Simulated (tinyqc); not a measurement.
Electron mobility of a polar semiconductor by Rode's iterative solution of the Boltzmann equation: one step, computed by the program tinyqc. Command: `OMP_NUM_THREADS=1 python tinyqc.py 3028651 3028652 out.jsonl rode walk`. One thread of a shared host (Intel(R) Xeon(R) Processor @ 2.30GHz), about 0.01 s of CPU time with the checks.

The distribution is f(E) + e F l(E) (-df/dE) cos(theta) for a weak field F, theta counted from the force; l(E) is a mean free path. Elastic processes enter by their momentum rate, polar optical phonons by out- and in-scattering terms. One valley only: where upper valleys lie close, measured mobilities are lower. The density n is prescribed, even where a narrow-gap material would have more intrinsic carriers.

Problem. Rates on one ladder of the grid. Parabolic band: E = hbar^2 k^2/(2 m), speed v = hbar k/m, states per spin, volume and energy g(E) = m k/(2 pi^2 hbar^2). Masses are multiplied by m_0 and all formulas are in SI units. Phonon occupation N_q = 1/(exp(hbar w/(k_B T)) - 1). Acoustic deformation potential (elastic, equipartition, absorption and emission together): 1/tau = 2 pi k_B T D_A^2 g(E)/(hbar rho v_l^2). Piezoelectric (elastic, unscreened, momentum relaxation): 1/tau = e^2 K^2 k_B T m (1 + 2 alpha E)/(2 pi eps_s eps_0 hbar^3 k), with alpha = 0 for a parabolic band. Singly charged impurities, momentum relaxation: 1/tau = N_I e^4 m (1 + 2 alpha E) Phi/(8 pi (eps_s eps_0)^2 hbar^3 k^3), with alpha = 0 for a parabolic band. Brooks-Herring: Phi = ln(1 + b) - b/(1 + b), b = 4 k^2 L_s^2. Polar optical, unscreened: W = e^2 w (1/eps_inf - 1/eps_s) m (1 + 2 alpha E') ln|(k + k')/(k - k')| / (4 pi eps_0 hbar^2 k), times N_q for absorption (E' = E + hbar w) and N_q + 1 for emission (E' = E - hbar w > 0), with alpha = 0 for a parabolic band; mean cosine of the angle <cos> = (k^2 + k'^2)/(2 k k') - 1/ln|(k + k')/(k - k')|. Energy grid E_j = (j + 1/2) hbar w/s, j = 0, 1, ..., up to (max(eta, 0) + 18) k_B T, so that E_j +/- hbar w are grid points; l = 0 beyond the grid; integrals are sums times the spacing. With f' = f(E'): out-scattering S_o = sum over absorption and emission of W (1 - f')/(1 - f); nu = sum of elastic rates; the in-scattering weights are c+ = W_abs <cos> (1 - f')/(1 - f) for E' = E + hbar w and c- likewise for emission.

Inputs (values chosen for the exercise, for a model polar semiconductor): effective mass m = 0.46 m_0; static permittivity eps_s = 13.3; high-frequency permittivity eps_inf = 7.98; density rho = 6240 kg/m^3; sound velocity v_l = 7550 m/s; acoustic deformation potential D_A = 5.5 eV; optical phonon energy hbar w = 25 meV; piezoelectric coupling K = 0.053; temperature T = 200 K; grid points per phonon energy s = 10.

Band: parabolic. Elastic processes: acoustic, piezoelectric, impurity.

reduced Fermi level eta = -0.7787563

ionised impurity density N_I = 8.30e+18 1/cm^3

screening length L_s = 2.913916 nm

Constants: k_B = 8.617333262e-05 eV/K; k_B = 1.380649e-23 J/K; e = 1.602176634e-19 C; hbar = 1.054571817e-34 J s; m_0 = 9.1093837015e-31 kg; eps_0 = 8.8541878128e-12 F/m; hbar = 6.582119569e-16 eV s.

Give: Points j = s/2, s/2 + s, ... (the first seven rungs, or as many as the grid holds), rates in 1e12/s.

Solution.

Points j = s/2, s/2 + s, ... (the first seven rungs, or as many as the grid holds), rates in 1e12/s:
```
E (meV)     v (m/s)      nu     S_o      c+      c-
13.75    1.0254e+05  87.009  19.653  8.0344   0.000
38.75    1.7214e+05  33.651  53.745  8.8638  15.412
63.75    2.2079e+05  20.122  64.187  8.9083  27.428
88.75    2.6051e+05  14.188  65.293  8.8434  31.654
113.75   2.9493e+05  10.935  64.193  8.7314  33.184
138.75   3.2573e+05   8.915  62.608  8.5980  33.690
163.75   3.5386e+05   7.560  60.988  8.4578  33.752
```

Points one phonon energy apart are coupled only to each other, so the grid falls into s independent ladders.
